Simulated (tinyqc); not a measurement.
Approach to the steady line: permeation of metal atoms or ions through a thin barrier or dielectric: time lag, field-aided drift and lifetime. Computed by tinyqc, a small Python program. Command: `OMP_NUM_THREADS=1 python tinyqc.py 3007925 3007926 out.jsonl barrier walk`. One thread of a shared host (Intel(R) Xeon(R) Processor @ 2.30GHz), about 0.01 s of CPU time with the checks.

The film 0 < x < d is empty at first; C = C0 at x = 0 and C = 0 at x = d. dC/dt = D d2C/dx2 - v dC/dx with drift v = D z e V/(k_B T d) (uniform field, no space charge).

Inputs (values chosen for the exercise, for a model case: singly charged ions through a dielectric): thickness d = 50 nm; prefactor D0 = 0.66 cm^2/s; activation energy E = 1.11 eV; concentration at the source side C0 = 7.4e+14 1/cm^3; charge number z = 1; voltage V (positive drives ions across) = 0.034 V; test temperature T = 125 C.

Constants: k_B = 8.617333262e-05 eV/K.

Method:
- D = D0 exp(-E/(k_B T)); time scale d^2/D; Peclet number P = z V/(k_B T), k_B T in eV; 1 nm = 1e-7 cm.
- Temperatures in kelvin are T(C) + 273.15.
- Steady flux J = (D C0/d) P/(1 - exp(-P)); time lag in units of d^2/D: s_L = [P (1 + exp(-P))/(1 - exp(-P)) - 2]/P^2 (P = 0: J = D C0/d, s_L = 1/6).
- Dose through the film Q(s) = C0 d {f (s - s_L) - 2 exp(P/2) sum_(n=1..200) (-1)^n n^2 pi^2 exp(-l_n s)/l_n^2}, l_n = n^2 pi^2 + P^2/4, f = P/(1 - exp(-P)) the relative flux.
- Short-time form for P = 0: Q/(C0 d) = 4 sqrt(s) ierfc(1/(2 sqrt(s))), ierfc(y) = exp(-y^2)/sqrt(pi) - y erfc(y).

Peclet number P = 0.990967

flux relative to D C0/d = 1.57601

time lag s_L = 0.164001

Q/(C0 d):
```
s         series  steady line f (s - s_L)  series without field  short-time form, no field
0.03  7.8988e-06                  -0.2112            4.8419e-06                 4.8419e-06
0.05  4.3802e-04                  -0.1797            2.6934e-04                 2.6934e-04
0.08  5.1948e-03                  -0.1324            3.2066e-03                 3.2066e-03
0.12  2.4020e-02                  -0.0693            1.4887e-02                 1.4887e-02
0.20  9.8584e-02                   0.0567            6.1464e-02                 6.1463e-02
0.30  2.2956e-01                   0.2143            1.4382e-01                 1.4379e-01
0.50  5.3155e-01                   0.5295            3.3479e-01                 3.3326e-01
0.80  1.0024e+00                   1.0023            6.3341e-01                 6.1838e-01
1.20  1.6327e+00                   1.6327            1.0333e+00                 9.7002e-01
```

What does the comparison show, and why?

The dose lies above the steady line at all times and, among these rows, is within 1 % of it from s = 0.5 on (the lag is s_L = 0.164); for a known P the intercept of that line gives D and its slope D C0. The field changes the dose by a factor 1.63 in the first row and 1.58 in the last; at short times the factor tends to exp(P/2) = 1.64.
